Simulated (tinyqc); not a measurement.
Depletion-mode phase shifter in a rib waveguide and its Mach-Zehnder modulator: two steps of the calculation.

A lateral p-n junction at x0 in a waveguide whose mode intensity is a Gaussian of rms width s about x = 0; p side at smaller x. Reverse bias removes carriers and raises the index. Abrupt junction, doping uniform over the whole mode, lumped electrode (no travelling-wave effects).

Parameters, values chosen for the exercise; values close to those of silicon near 1550 nm:
- lam = 1550 nm (wavelength)
- eps_r = 11.7 (relative permittivity of the semiconductor)
- Na = 3e17 cm^-3 (acceptor density)
- Nd = 3.2e17 cm^-3 (donor density)
- Vb = 0.9 V (built-in voltage)
- s = 150 nm (rms width of the lateral mode intensity)
- x0 = 30 nm (junction offset towards the n side)
- L = 4 mm (length of the phase shifter)
- V = 1.5 V (reverse bias)

Constants: q = 1.602176634e-19 C, eps0 = 8.8541878128e-14 F/cm where lengths are in cm. Results are converted to the units shown.

Problem 1. Depletion edges and mode overlap. W = sqrt(2 eps0 eps_r (Vb + V)(1/Na + 1/Nd)/q); edges xp = x0 - W Nd/(Na + Nd), xn = x0 + W Na/(Na + Nd); F(x) = [1 + erf(x/(sqrt(2) s))]/2.

Find: W at 0 and at V; edge; F.

Solution 1.

W at 0 and at V (nm): 86.70  141.6

```
edge   edge (nm)       F
xp(0)     -14.75  0.4608
xn(0)      71.95  0.6843
xp(V)     -43.07  0.3870
xn(V)      98.51  0.7443
```

Problem 2. Mach-Zehnder modulator. One arm driven from 0 to V: phase 2 pi dneff L/lam; biased at quadrature the output swings between [1 -+ sin(phase/2)]/2; extinction ratio in dB; insertion loss = loss x L.

dneff = 5.7812287e-5
loss = 6.4343136 dB/cm

Find: phase; extinction ratio; insertion loss.

Solution 2.

phase = 0.29839 pi
extinction ratio = 4.2289 dB
insertion loss = 2.5737 dB

tinyqc, about 0.01 s, one thread, Intel Xeon 2.30GHz (shared host): `OMP_NUM_THREADS=1 python tinyqc.py 2650130 2650131 out.jsonl`
